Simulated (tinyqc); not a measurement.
Which current rules in forward bias: trap-assisted generation and recombination current of an abrupt junction. Computed by tinyqc, a small Python program. Command: `OMP_NUM_THREADS=1 python tinyqc.py 3004047 3004048 out.jsonl junctionleak walk`. One thread of a shared host (Intel(R) Xeon(R) Processor @ 2.30GHz), about 0.01 s of CPU time with the checks.

Depletion approximation, flat quasi-Fermi levels across the depleted layer, long neutral regions with minority lifetimes tau_n and tau_p, full ionisation and Boltzmann statistics. Voltages in exponents stand for e V.

Inputs (values chosen for the exercise, with bands and screening modelled on CdTe):
```
quantity                              value    unit
gap E_g                                1.55      eV
electron mass m_e                    0.0928     m_0
valleys M_c                               1       -
hole mass m_h                         0.607     m_0
dielectric constant eps                9.83       -
acceptor density N_A                3.7e+17   cm^-3
donor density N_D                   8.1e+17   cm^-3
capture time tau_n                  1.3e-08       s
capture time tau_p                    7e-08       s
trap level E_t - E_i                      0      eV
electron diffusion coefficient D_n       12  cm^2/s
hole diffusion coefficient D_p          1.6  cm^2/s
temperature T                           250       K
```

Field enhancement: none.

Constants: k_B = 8.617333262e-05 eV/K; m_0 = 9.1093837015e-31 kg; k_B = 1.380649e-23 J/K; h = 6.62607015e-34 J s; e = 1.602176634e-19 C; eps_0 = 8.8541878128e-12 F/m.

Method:
- N_c = 2 M_c (2 pi m_e k_B T/h^2)^(3/2) and N_v = 2 (2 pi m_h k_B T/h^2)^(3/2), masses in units of m_0.
- n_i = sqrt(N_c N_v) exp(-E_g/2 k_B T); V_bi = (k_B T/e) ln(N_A N_D/n_i^2); diffusion saturation current J_d0 = e n_i^2 [sqrt(D_n/tau_n)/N_A + sqrt(D_p/tau_p)/N_D].
- W = sqrt(2 eps eps_0 (V_bi - V)(1/N_A + 1/N_D)/e), x_p = W N_D/(N_A + N_D), x_n = W - x_p, peak field F_m = 2 (V_bi - V)/W; reverse bias means V = -V_r.
- Potential from the p edge: phi = (V_bi - V) x^2/(x_p W) on the p side and (V_bi - V)[1 - (W - x)^2/(x_n W)] on the n side; p = N_A exp(-phi/k_B T), n = n_i^2 exp(V/k_B T)/p; U = (n p - n_i^2)/[tau_p (n + n_i exp(dE/k_B T)) + tau_n (p + n_i exp(-dE/k_B T))], dE = E_t - E_i, n1 = n_i exp(dE/k_B T), p1 = n_i exp(-dE/k_B T); J_t = e int U dx by the trapezoid rule on 400 intervals on each side.
- J_d = J_d0 (exp(V/k_B T) - 1). Ideality n = (e/k_B T) dV/d ln J, central difference of 1 mV. The rows stop just below the bias where n = 0.1 p or tau_p n = 0.1 tau_n p at the p edge, or the like at the n edge.

k_B T = 0.0215433 eV

n_i = 525.461 cm^-3

J_d0 = 3.89363e-27 A/cm^2

Forward characteristic:
```
V (V)  J_t (A/cm^2)  J_d (A/cm^2)  ideality of J_t  ideality of the sum
0.28     2.2346e-13    1.7175e-21           1.9607               1.9607
0.43     7.7989e-12    1.8146e-18           1.9577               1.9577
0.59     3.4888e-10    3.0495e-15           1.9499               1.9499
0.75     1.5903e-08    5.1249e-12           1.9382               1.9376
0.91     7.4656e-07    8.6129e-09           1.9192               1.8993
1.07     3.7004e-05    1.4475e-05           1.8813               1.5077
1.22     1.6194e-03    1.5292e-02           1.7894               1.0441
1.38     1.2154e-01    2.5700e+01           1.7661               1.0020
```

Diffusion overtakes recombination between 1.07 and 1.22 V, and the ideality of the sum goes from 1.96 to 1.00. The ideality of J_t alone lies between 1.77 and 1.96; it stays below 2 because the zone where n and p are alike widens as the field falls, and at the lowest bias the terms in n1 and p1 lower it too. Caution: one side is doped near or above its effective density of states, so Boltzmann statistics understate V_bi.

Extremes, crossings and ranges named in words are read from the listed rows.
